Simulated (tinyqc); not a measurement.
What moves the results: six-band hole subbands of a thin body in a field. A value that a table varies takes the place of the one given here.

Basis X, Y, Z times spin, hole energies counted downwards from the unstrained edge (the hydrostatic shift is left out), c = hbar^2/2m0. For a symmetric tensor T let C(T) have C_XX = L Txx + M (Tyy + Tzz), C_XY = N Txy (cyclic), L = c (g1 + 4 g2), M = c (g1 - 2 g2), N = 6 c g3. k = q + kz n, n the unit normal, q = k1 u + k2 v with u along the channel [1-10] and v = n x u. H = C(k k^T) + (Dso/3)(1 - L.sigma) - B + e F z with (L_k)_ij = -i epsilon_kij; B is the block C built from the traceless strain with 2b, -b and sqrt(3) d in place of L, M, N. Strain: exx = eyy = (s11 + s12) sx/2, ezz = s12 sx, exy = -s44 sx/4. Hard walls at z = 0 and t; basis sin(j pi z/t), j = 1 to Nz: kz^2 = (j pi/t)^2, kz = -i D with D_jl = 4 j l/(t (j^2 - l^2)), z_jj = t/2 and z_jl = -8 t j l/(pi (j^2 - l^2))^2 for j + l odd; 1 MV/cm = 0.01 eV/angstrom.

Nz = 14. E1 is the top subband at q = 0, gap the distance to the next pair, and the masses are c q^2/(E(q) - E1) at |q| = 0.02 1/angstrom (mean of the spin pair) along the channel [1-10] and across it in the plane; a dash marks a band that does not rise.

Constants: hbar^2/2m0 = 3.80998211 eV angstrom^2.

Values chosen for the exercise (near those of a p-type Si channel; the results hold for these values, not for the real material): g1 = 4.31 (Luttinger gamma1); g2 = 0.34 (gamma2); g3 = 1.44 (gamma3); Dso = 0.043 eV (spin-orbit splitting); b = -2.1 eV (tetragonal potential); d = -4.77 eV (trigonal potential); S = (7.82, -2.15, 12.6) 1/TPa (compliances s11, s12, s44); face = 111 (surface); t = 75 angstrom (body thickness); F = 0.2 MV/cm (field across the body); sx = -0.5 GPa (stress along the channel [1-10], negative in compression).

## Stress along the channel

Each row has its own sx.

Results:
```
sx (GPa)  E1 (meV)  gap (meV)  m channel  m across
-3.0         -31.7       49.9      0.123     1.087
-2.0           4.1       50.0      0.127     1.014
-1.0          38.9       49.9      0.138     0.816
-0.5          54.8       36.3      0.157     0.582
0.0           65.3       23.4      0.265     0.269
0.5           63.3       34.5      0.466     0.164
1.0           55.8       49.2      0.511     0.153
```

How do the results move?

Under 2 GPa of compression the channel mass goes from 0.265 to 0.127 m0, the mass across from 0.269 to 1.014; the gap to the next subband is 50, 23 and 49 meV at -2, 0 and +1 GPa. The lightest channel mass of the table, 0.123 m0, is at -3.0 GPa.

## Surface orientation and number of bands

Three faces, six bands; and four bands, with Dso set to 1000 eV.

Results:
```
case           E1 (meV)  gap (meV)  m channel  m across
(001) 6 bands      78.4       27.2      0.186     1.221
(001) 4 bands      82.3       26.5      0.216     0.537
(110) 6 bands      33.7       30.0      0.116     0.277
(110) 4 bands      63.1       54.4      0.148     0.303
(111) 6 bands      54.8       36.3      0.157     0.582
(111) 4 bands      60.1       49.5      0.177     0.208
```

What can be read from the table?

With six bands the top subband is shallowest on (110) (33.7 meV) and deepest on (001). Without the stress E1 would be 89.9, 51.2 and 65.3 meV, so the stress moves it by -11.5, -17.5 and -10.5 meV. The lightest channel mass is on (110) (0.116 m0). Dropping the split-off band moves E1 by 3.9, 29.4 and 5.2 meV and the gap by -0.7, 24.4 and 13.1 meV on the three faces, with Dso = 43 meV.

## What each parameter does

Six bands. Each row changes one parameter from the base and keeps the others.

Results:
```
case             E1 (meV)  gap (meV)  m channel (m0)  m across (m0)
base                 54.8       36.3           0.157          0.582
t = 85 angstrom      54.8       36.1           0.158          0.583
F = 0.5 MV/cm       110.0       37.9           0.165          0.592
sx = -1 GPa          38.9       49.9           0.138          0.816
g3 = 1.34            57.7       35.9           0.154          0.461
g2 = 0.39            54.8       36.3           0.155          0.556
Dso = 0.065 eV       56.3       41.9           0.165          0.448
d = -3.82 eV         56.9       33.7           0.162          0.542
```

What does this show?

The largest shifts from the base row, up to three for each result and ties (the steps differ in size, so this ranks the rows, not the parameters). E1 (meV): F +55.2, sx -15.9, g3 +2.9; unchanged at the printed digits by t and g2. gap (meV): sx +13.6, Dso +5.6, d -2.6; unchanged at the printed digits by g2. m channel (m0): sx -0.019, F +0.007, Dso +0.007. m across (m0): sx +0.234, Dso -0.134, g3 -0.121.

Program tinyqc; command `OMP_NUM_THREADS=1 python tinyqc.py 1251884 1251885 out.jsonl`; about 0.5 s on one thread of a shared Intel(R) Xeon(R) Processor @ 2.30GHz.
